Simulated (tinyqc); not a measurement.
From current density J back to mobility mu: current of a Schottky diode by thermionic-emission-diffusion theory, and its read-back from I-V-T and C-V data. Computed by tinyqc, a small Python program. Command: `OMP_NUM_THREADS=1 python tinyqc.py 3002536 3002537 out.jsonl schottky inv`. One thread of a shared host (Intel(R) Xeon(R) Processor @ 2.30GHz), about 0.01 s of CPU time with the checks.

Full ionisation, no tunnelling, no recombination current. V is the voltage across the junction itself, forward positive.

Inputs (values chosen for the exercise, modelled on n-type amorphous oxide): Richardson constant A* = 39.2 A/(cm^2 K^2); effective density of states at 300 K, N_c = 4.9e+18 1/cm^3; permittivity eps = 10; barrier without image force phi_0 = 0.736 eV; doping N = 2.6e+16 1/cm^3; series resistance R_s = 0.079 milliohm cm^2; junction voltage V = 0.26 V; temperature T = 300 K.

Barrier: uniform.

Constants: k_B = 8.617333262e-05 eV/K; e = 1.602176634e-19 C; eps_0 = 8.8541878128e-12 F/m.

Method:
- N_c(T) = N_c (T/300 K)^(3/2); V_bi = phi_0 - (k_B T/e) ln(N_c(T)/N); surface field F = sqrt(2 e N (V_bi - V - k_B T/e)/(eps eps_0)); image lowering d_phi = sqrt(e F/(4 pi eps eps_0)); effective barrier phi = phi_0 - d_phi.
- Collection velocity v_R = A* T^2/(e N_c(T)); diffusion velocity v_D = mu F; J = e N_c(T) v_R/(1 + v_R/v_D) exp(-phi/k_B T) [exp(e V/k_B T) - 1].
- Terminal voltage V + J R_s.

Problem. A run gave the result below. Find the mobility mu, known to lie between 11 and 21 cm^2/(V s).

current density J = 0.01410453 A/cm^2

Solution.

Each step takes the trial c = (a f_b - b f_a)/(f_b - f_a), f being the result less the target and a, b, c the logarithms of the listed values; c replaces end b, the old b replaces a if the sign of f changed, and otherwise f_a is halved.

Scan of the range:
```
mobility mu (cm^2/(V s))  current density J (A/cm^2)
11.0                                       0.0123459
12.3                                       0.0136158
13.6                                       0.0148514
15.2                                       0.0163270
16.9                                       0.0178428
18.9                                       0.0195611
21.0                                       0.0212940
```

False position (Illinois rule, in the logarithm of the input) inside the bracket:
```
step    end a    end b    trial  current density J (A/cm^2)
1     12.3000  13.6000  12.7987                   0.0140937
2     13.6000  12.7987  12.8098                   0.0141043
3     13.6000  12.8098  12.8102                   0.0141048
4     12.8098  12.8102  12.8100                   0.0141045
```

Current density J rises at every point of a 13-point scan of the range (every second point is shown), so one value fits; it is bracketed by 12.3 and 13.6. Answer: mobility mu = 12.81 cm^2/(V s).
